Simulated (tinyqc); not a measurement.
Shallow donor in an anisotropic valley (effective-mass theory): sweeps and comparisons. A value that a table varies takes the place of the one given here.

One valley: H = -c [(d2/dx2 + d2/dy2)/mt + (d2/dz2)/ml] - q/(eps r), c = hbar^2/2m0, q = e^2/(4 pi eps0). Trial function exp(-sqrt((x^2 + y^2)/a^2 + z^2/b^2)) with a > b: T = (c/3)(2/(mt a^2) + 1/(ml b^2)), V = -(q/eps) atan(u/b)/u, u = sqrt(a^2 - b^2). The central cell of the impurity is left out.

Constants: hbar^2/2m0 = 3.80998211 eV angstrom^2; e^2/(4 pi eps0) = 14.39964547 eV angstrom; Ry = 13.60569312 eV; a0 (Bohr radius) = 0.5291772105 angstrom.

Values chosen for the exercise (near those of a group-V donor in Si; not measured data): mt = 0.187 m0 (transverse mass); eps = 11.2 (dielectric constant); xs = (1.3, 1.9, 3.7, 5.3, 13, 16, 41, 190) (ratios ml/mt); E0 = -31.7 meV (single-valley level); D0 = 2.57 meV (central-cell shift); D1 = 2.07 meV (coupling of perpendicular valleys); D2 = 0.94 meV (coupling of opposite valleys); ml = 0.893 m0 (longitudinal mass).

## Mass anisotropy

mt and eps fixed, ml varied. Energies in units of Ry*(mt) = Ry mt/eps^2 and lengths in a*(mt) = a0 eps/mt; the last two columns use one mass, 3/(1/ml + 2/mt) or (ml mt^2)^(1/3).

Results:
```
ml/mt   a/a*    b/a  binding  conductivity mass  density-of-states mass
1.30   0.947  0.911    1.089              1.083                   1.091
1.90   0.878  0.796    1.223              1.188                   1.239
3.70   0.781  0.630    1.467              1.321                   1.547
5.30   0.737  0.556    1.602              1.371                   1.744
13.0   0.652  0.407    1.935              1.444                   2.351
16.0   0.635  0.379    2.010              1.455                   2.520
41.0   0.576  0.274    2.333              1.482                   3.448
190    0.514  0.163    2.776              1.496                   5.749
```

The binding grows from 1.09 to 2.78 Ry*(mt); for ml going to infinity the exact problem becomes two-dimensional, with 4 Ry*. The conductivity mass saturates at 1.5 and underbinds, by 14 % at ml/mt = 5.3; the density-of-states mass errs by +9 % there and by +107 % in the last row. With these mt and eps one unit is 20.28 meV.

## Strain along [001] (shallow donor in effective-mass theory, with valley-orbit splitting)

Basis: the 1s envelopes of the valleys +x, -x, +y, -y, +z, -z. Diagonal E0 - D0, element -D2 between opposite valleys and -D1 between perpendicular ones. Strain along [001] adds 2 Ds/3 to the z valleys and -Ds/3 to the others.

Ground level, gap to the next level, weight in the z valleys and contact density (sum of amplitudes)^2/6.

Results:
```
Ds (meV)  ground (meV)  gap (meV)  z weight  contact density  ground less band edge (meV)
-120           -115.51       2.18     0.997            0.382                       -35.51
-40             -62.81       2.81     0.975            0.488                       -36.14
-15             -47.77       4.44     0.840            0.732                       -37.77
-5              -43.98       7.32     0.537            0.958                       -40.65
0               -43.49      10.16     0.333            1.000                       -43.49
5               -43.87       8.88     0.192            0.974                       -42.21
15              -46.00       7.67     0.073            0.888                       -41.00
40              -53.45       6.78     0.017            0.782                       -40.11
120             -79.63       6.30     0.002            0.710                       -39.63
```

The scale is the A1-E splitting 6 D1 = 12.4 meV. The contact density is largest without strain and falls to 0.382 and 0.710 at the ends, towards 1/3 (two valleys) and 2/3 (four valleys). The binding below the lowest band edge drops from 43.5 meV to 35.5 meV when the two z valleys are lowest and to 39.6 meV when the four others are, since fewer valleys share the coupling.

## What each parameter does

The minimum of the trial energy. Each row changes one parameter from the base and keeps the others.

Results:
```
case           E (meV)  a (angstrom)  b (angstrom)    b/a
base            -31.69         23.74         13.68  0.576
ml = 1.116 m0   -33.39         22.95         12.23  0.533
mt = 0.168 m0   -29.21         26.00         14.43  0.555
eps = 10.1      -38.97         21.41         12.33  0.576
```

The largest shifts from the base row, up to three for each result and ties (the steps differ in size, so this ranks the rows, not the parameters). E (meV): eps -7.28, mt +2.49, ml -1.70. a (angstrom): eps -2.33, mt +2.25, ml -0.79. b (angstrom): ml -1.44, eps -1.34, mt +0.75. b/a: ml -0.043, mt -0.021; unchanged at the printed digits by eps. eps only rescales the solution (E as 1/eps^2, lengths as eps), so b/a depends on ml/mt alone.

Computed by tinyqc, a small Python program: `OMP_NUM_THREADS=1 python tinyqc.py 1282138 1282139 out.jsonl` (the numbers bound the seed that draws the inputs); one thread of a shared host (Intel(R) Xeon(R) Processor @ 2.30GHz), about 0.01 s for the whole set of steps.
